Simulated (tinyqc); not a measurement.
What each parameter does: round or elliptic silicon nanowire with anisotropic valleys (Ritz method).

Wire along x = [110] on a (001) wafer, y = [-110], z = [001]. Valley groups (w = inverse masses): A, two valleys along z: w_y = 1/mt, w_z = 1/ml, m_x = mt; B, four valleys in the wafer plane: w_y = (1/ml + 1/mt)/2, w_z = 1/mt, m_x = (ml + mt)/2.

Hard wall on the ellipse (y/a)^2 + (z/b)^2 = 1, c = hbar^2/2m0. With u = y/a, v = z/b the operator is -c [(w_y/a^2) d2/du2 + (w_z/b^2) d2/dv2] on the unit disc. Basis (1 - u^2 - v^2) u^i v^j; S, X and Y are the disc integrals of f f', (df/du)(df'/du) and (df/dv)(df'/dv), from the integral of u^p v^q = 2 Gamma((p+1)/2) Gamma((q+1)/2)/((p + q + 2) Gamma((p+q+2)/2)) for even p, q; H = c (w_y X/a^2 + w_z Y/b^2).

Converged values use 21 functions of each parity class (e or o in u, then in v).

Constants: hbar^2/2m0 = 3.80998211 eV angstrom^2.

Values chosen for the exercise (near those of a Si nanowire; the results hold for these values, not for the real material):
- ml = 0.921 m0 (longitudinal mass)
- mt = 0.194 m0 (transverse mass)
- a = 16 angstrom (semi-axis along y)
- b = 37 angstrom (semi-axis along z)

Lowest level of groups A and B.

One parameter was then changed.

Results before and after:
```
case     A (eV)  B (eV)  B - A (meV)
base     0.2160  0.1741        -41.9
changed  0.2377  0.1905        -47.2
```

Which of these changes was made? (a) b = 35 angstrom; (b) mt = 0.175 m0; (c) a = 14 angstrom; (d) ml = 1.032 m0.

Answer: (b) mt = 0.175 m0. Of the candidates, run in turn, only this one gives the changed row.

All candidates:
```
case             A (eV)  B (eV)  B - A (meV)
base             0.2160  0.1741        -41.9
a = 14 angstrom  0.2772  0.2138        -63.5
b = 35 angstrom  0.2177  0.1792        -38.4
ml = 1.032 m0    0.2143  0.1717        -42.7
mt = 0.175 m0    0.2377  0.1905        -47.2
```

Run: tinyqc, `OMP_NUM_THREADS=1 python tinyqc.py 1281653 1281654 out.jsonl`; Intel(R) Xeon(R) Processor @ 2.30GHz, one thread, shared host; about 0.03 s of CPU time with all checks.
